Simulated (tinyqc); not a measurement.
Thermionic-field emission through a Schottky barrier, WKB: one step of the calculation.

Metal on an n-type semiconductor with one parabolic valley; V > 0 is forward bias (metal positive). Energies E are counted from the conduction edge of the neutral semiconductor, whose Fermi level lies at -xi; that of the metal lies at -xi - V. The barrier is a parabola of height Vd = phi - xi - V (depletion approximation, no image force).

Problem. Fermi level, barrier and E00. Nc = 2 (2 pi me m0 kB T/h^2)^1.5 (times 1e-6 for cm^-3); Nd = Nc F12(-xi/Vt), F12(x) = (2/sqrt(pi)) int_0^infinity sqrt(u)/(1 + exp(u - x)) du; E00 = (hbar/2) sqrt(Nd/(me m0 eps0 eps_r)) in SI units (volts). W = sqrt(2 eps0 eps_r Vd/(q Nd)).

Parameters, values chosen for the exercise; band and dielectric values close to those of gallium arsenide: temperature T = 400 K; electron mass me = 0.0664 m0; relative permittivity eps_r = 13; barrier height seen from the metal phi = 1.05 eV; donor density Nd = 2e19 cm^-3; bias V = 0.19 V.

Constants: q = 1.602176634e-19 C, kB = 1.380649e-23 J/K, hbar = 1.054571817e-34 J s, h = 6.62607015e-34 J s, m0 = 9.1093837015e-31 kg, Vt = kB T/q, eps0 = 8.8541878128e-14 F/cm where lengths are in cm. Results are converted to the units shown.

Find: Nc; xi; Vd; W; E00; E00/Vt.

Solution.

Nc = 6.610e17 cm^-3
xi = -0.4022 eV
Vd = 1.262 V
W = 9.523 nm
E00 = 89.37 meV
E00/Vt = 2.593

By a common rule of thumb, E00/Vt below 0.5 marks thermionic emission, 0.5 to 5 thermionic-field emission and above 5 field emission. By that rule alone: thermionic-field emission; with a high barrier, tunnelling near its top can carry most of the current even below 0.5.

Range of the model: The depletion approximation, a parabolic band and the neglect of image-force lowering make these currents estimates at high doping.

Program tinyqc, `OMP_NUM_THREADS=1 python tinyqc.py 2640064 2640065 out.jsonl`; Intel Xeon 2.30GHz, shared host, one thread, about 0.03 s.
